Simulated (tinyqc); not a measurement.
From one set of inputs to another, one input at a time: Froehlich polaron in a polar crystal. Computed by tinyqc, a small Python program. Command: `OMP_NUM_THREADS=1 python tinyqc.py 3027981 3027982 out.jsonl frohlich ladder`. One thread of a shared host (Intel(R) Xeon(R) Processor @ 2.30GHz), about 0.1 s of CPU time with the checks.

One electron in a parabolic band of mass m*, coupled to dispersionless LO phonons in the continuum model. Energies are in units of hbar omega unless marked, wave numbers in k_0 = sqrt(2 m* omega/hbar).

The inputs printed are set A. Inputs not listed in the table keep their values of set A, so the rows need not describe a real material.

Inputs (values chosen for the exercise, modelled on gallium arsenide):
```
quantity                           value  unit
band mass m*                      0.0642   m_0
LO phonon energy hbar omega         35.9   meV
eps_inf                             10.9     -
static dielectric constant eps_s    12.8     -
temperature T                        150     K
```

Constants: hbar^2/(2 m_0) = 3.80998212 eV angstrom^2; e^2/(4 pi eps_0) = 14.39964548 eV angstrom; k_B = 8.617333262e-05 eV/K; hbar = 6.582119569e-16 eV s; e = 1.602176634e-19 C; m_0 = 9.1093837015e-31 kg.

Method:
- 1/eps* = 1/eps_inf - 1/eps_s; k_0 = sqrt(2 m* omega/hbar) = sqrt(m* hbar omega / (hbar^2/(2 m_0))) with m* in m_0; alpha = (e^2/(4 pi eps_0)) k_0/(2 eps* hbar omega); polaron length 1/k_0.
- Feynman's bound: E(v, w) = 3 (v - w)^2/(4 v) - (alpha v/sqrt(pi)) int_0^infinity e^-u D(u)^(-1/2) du, D = w^2 u + ((v^2 - w^2)/v)(1 - e^(-v u)); integrals by 80 Gauss-Legendre points in s from 0 to 1 with u = 40 s^2.
- Minimise over v > w > 0 (simplex search); mass m_p/m* = 1 + (alpha v^3/(3 sqrt(pi))) int u^2 e^-u D^(-3/2) du.
- Scattering by absorption of an LO phonon: 1/tau = 2 alpha omega n, n = 1/(exp(hbar omega/(k_B T)) - 1); mu = e tau/m*, the weak-coupling result for k_B T well below hbar omega.

Each row keeps all changes above it:
```
input moved                          from      to  polaron energy, Feynman (meV)  m_p/m*, Feynman  mobility (cm^2/(V s))
set A                                   -       -                          -2.41            1.011                  56367
static dielectric constant eps_s     12.8    25.6                          -9.36            1.045                  14571
LO phonon energy hbar omega (meV)    35.9      23                          -7.50            1.057                   5948
temperature T (K)                     150      77                          -7.50            1.057                  37453
eps_inf                              10.9    3.55                         -35.08            1.320                   8132
band mass m* (m_0)                 0.0642  0.0877                         -41.15            1.392                   5093
```

Where does the difference come from?

Polaron energy, Feynman goes from -2.41 to -41.2, -38.7 in all. The largest single move comes from eps_inf (-27.6). m_p/m*, Feynman goes from 1.01 to 1.39, a factor 1.38 in all. The largest single move comes from eps_inf (a factor 1.25). Mobility goes from 56400 to 5090, a factor 0.0904 in all. The largest single move comes from temperature T (a factor 6.30), but it runs against the net change; the largest move in the direction of the net change is eps_inf (a factor 0.217). The single moves hold for this order of the switches; the total does not depend on the order.

Caution (all rows): this mobility formula holds for weak coupling and k_B T well below hbar omega, and it leaves out all other scattering.

Extremes, crossings and ranges named in words are read from the listed rows.
